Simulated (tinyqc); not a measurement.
Charge stability of a double quantum dot, constant-interaction model with a charge sensor: one step of the calculation.

Capacitance matrix C = [[C1, -Cm], [-Cm, C2]], C1 = G1 + X1 + Cm + L1, C2 = G2 + X2 + Cm + L2. Gate charges n1 = (G1 V1 + X1 V2)/q, n2 = (X2 V1 + G2 V2)/q. The state (N1, N2) has U = (1/2) d^T E d with d = (N1 - n1, N2 - n2) and E = q^2 C^(-1). Leads at 0 V; no tunnel coupling, spin or level spacing. The sensor reads s1 <N1> + s2 <N2>.

Problem. Triple points. The states (0,0), (1,0), (0,1) meet where E n = (EC1/2, EC2/2), and (1,1), (1,0), (0,1) where E n = (EC1/2 + ECm, EC2/2 + ECm); the gate voltages follow from n.

Values chosen for this exercise: gate 1 to dot 1 G1 = 6.6 aF; gate 2 to dot 2 G2 = 4.7 aF; gate 2 to dot 1 X1 = 0.59 aF; gate 1 to dot 2 X2 = 0.67 aF.

Constants: q = 1.602176634e-19 C. Results are converted to the units shown.

E (meV):
```
	1	2
1	4.1245296	0.6186075
2	0.6186075	5.6811188
```

Give: gate charges; gate voltages; distance between the points.

Solution.

gate charges:
```
	n1	n2
electron point	0.43206	0.45295
hole point	0.56794	0.54705
```

gate voltages (mV):
```
	V1	V2
electron point	9.226	14.125
hole point	12.276	16.898
```

distance between the points = 4.1223 mV

The line between the two points is the (1,0)-(0,1) transition, where an electron moves from dot to dot.

Computed by the program tinyqc: `OMP_NUM_THREADS=1 python tinyqc.py 2470038 2470039 out.jsonl`, one thread of a shared Intel Xeon 2.30GHz, about 0.01 s for the whole run.
